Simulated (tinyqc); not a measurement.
Worked calculation: Hubbard chain of 2 sites. Computed by tinyqc, a small Python program that keeps every step. Settings: hopping = 1.37, U = 7.1, mixing = 1, iteration cap = 71. Command: `OMP_NUM_THREADS=1 python tinyqc.py 29260 29261 out.jsonl` (the two numbers bound the seeds that draw the settings). One thread of a shared host (Intel(R) Xeon(R) Processor @ 2.60GHz), about 0.2 s of CPU time with the checks.

one-body matrix (hopping and site energies) (eV):
```
           1          2
1   0.000000  -1.370000
2  -1.370000   0.000000
```

U = 7.100000 eV

electrons, up and down: 1  1

n(up) at the start (a guess, not normalised): 1 0.500000, 2 0.500000

n(down) at the start (a guess): 1 0.500000, 2 0.500000

Each step fills the lowest levels of T + U n(other spin) and sets n(new) = n + mixing (n(out) - n); stop when output and input agree to 1e-8.

Course of the cycle:
```
iteration      E (eV)  largest |n(out) - n(in)|  mean |n_up - n_down|
1          0.81000000                  1.11e-16              0.000000
```

Can the last value be used, and what does the course show?

No, though the log alone does not show it. Converged in 1 iterations. But random starts reach -0.52870 eV, so this is another stationary point, not the lowest one. Reruns (cap 100 unless said): mixing 0.2: converged in 1 to a higher stationary point (E = 0.81000); mixing 0.5: converged in 1 to a higher stationary point (E = 0.81000); mixing 0.9: converged in 1 to a higher stationary point (E = 0.81000). Before convergence this energy mixes input and output and is not variational, so it may rise towards its limit.
